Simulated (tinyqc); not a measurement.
Position of the donor: hydrogenic donor in a hard-walled well (variational).

Trial function cos(pi z/L) exp(-r/lam), r measured from the donor at zi, walls at +/- L/2, one eps everywhere. Counted from the lowest subband, E(lam) = c/(m lam^2) - (q/eps) I0/I1, with I0 the integral of cos^2(pi z/L) exp(-2|z - zi|/lam) over the well and I1 the same with the factor (|z - zi| + lam/2); c = hbar^2/2m0, q = e^2/(4 pi eps0). The binding energy is -E at the minimum.

Constants: hbar^2/2m0 = 3.80998211 eV angstrom^2; e^2/(4 pi eps0) = 14.39964547 eV angstrom.

Values chosen for the exercise (out of a larger set: near those of InGaAs; not measured data):
- m = 0.041 m0 (mass)
- eps = 14.3 (dielectric constant)
- L = 724 angstrom (well width)

Ry* = 2.7279 meV

Fixed width; zi from the centre to the wall.

Binding:
```
2 zi/L  zi (angstrom)  lam (angstrom)  binding (meV)  in Ry*
0.0               0.0           193.1           3.78   1.386
0.2              72.4           193.3           3.67   1.344
0.4             144.8           196.5           3.30   1.210
0.6             217.2           216.8           2.67   0.979
0.8             289.6           289.9           1.97   0.722
0.9             325.8           341.2           1.71   0.627
1.0             362.0           388.8           1.52   0.557
```

Uniform doping spreads the level over 2.26 meV, from 3.78 at the centre to 1.52 at the wall, while lam grows by 101 %. The slope is flat at the centre, which gives a peak in the density of donor states there, and steepest between 2 zi/L = 0.6 and 0.8.

tinyqc: `OMP_NUM_THREADS=1 python tinyqc.py 1250373 1250374 out.jsonl`; about 0.02 s, one thread, shared Intel(R) Xeon(R) Processor @ 2.30GHz.
